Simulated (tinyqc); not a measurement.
Hydrogenic donor in a hard-walled well (variational), step by step. Values are carried at full precision from step to step, so a last printed digit may differ when a step is redone from the rounded ones.

Constants: Ry = 13.60569312 eV; a0 (Bohr radius) = 0.5291772105 angstrom; hbar^2/2m0 = 3.80998211 eV angstrom^2; e^2/(4 pi eps0) = 14.39964547 eV angstrom.

Values chosen for the exercise (near those of Si, with one mean mass; the results hold for these values, not for the real material): m = 0.302 m0 (mass); eps = 11.4 (dielectric constant); L = 48 angstrom (well width); zi = 10 angstrom (position of the donor from the centre); lam = 17 angstrom (trial length); lams = (12, 15, 18, 21, 25, 31, 38) angstrom (trial lengths).

## Bulk donor

Ry* = Ry m/eps^2, a* = a0 eps/m, and the subband energy c (pi/L)^2/m with c = hbar^2/2m0.

Ry* = 31.617 meV
a* = 19.98 angstrom
subband energy = 54.04 meV

## One trial length

Trial function cos(pi z/L) exp(-r/lam), r measured from the donor at zi, walls at +/- L/2, one eps everywhere. Counted from the lowest subband, E(lam) = c/(m lam^2) - (q/eps) I0/I1, with I0 the integral of cos^2(pi z/L) exp(-2|z - zi|/lam) over the well and I1 the same with the factor (|z - zi| + lam/2); c = hbar^2/2m0, q = e^2/(4 pi eps0). The binding energy is -E at the minimum.

Evaluate I0, I1 and both terms.

I0 = 8.987 angstrom
I1 = 132.0 angstrom^2
kinetic term = 43.653 meV
Coulomb term = -86.021 meV
E = -42.368 meV

## Scan and minimum

E for each trial length, then the minimum.

Scan:
```
lam (angstrom)  kinetic (meV)  Coulomb (meV)  E (meV)
12                     87.610       -114.972  -27.362
15                     56.070        -95.274  -39.204
18                     38.938        -82.155  -43.218
21                     28.607        -72.705  -44.097
25                     20.185        -63.470  -43.285
31                     13.128        -53.774  -40.646
38                      8.737        -45.968  -37.231
```

best lam = 21.0 angstrom
binding energy = 44.10 meV
in Ry* = 1.395

At L = 2.40 a* this donor is bound more strongly than in the bulk.

## Checks

- Binding at the centre of a very wide well (200 a*) against Ry*, meV: both 31.62.
- Binding in a very thin well (a*/2000) against 4 Ry*, meV: 126.4 against 126.5.

Program tinyqc; command `OMP_NUM_THREADS=1 python tinyqc.py 1281262 1281263 out.jsonl`; about 0.04 s on one thread of a shared Intel(R) Xeon(R) Processor @ 2.30GHz.
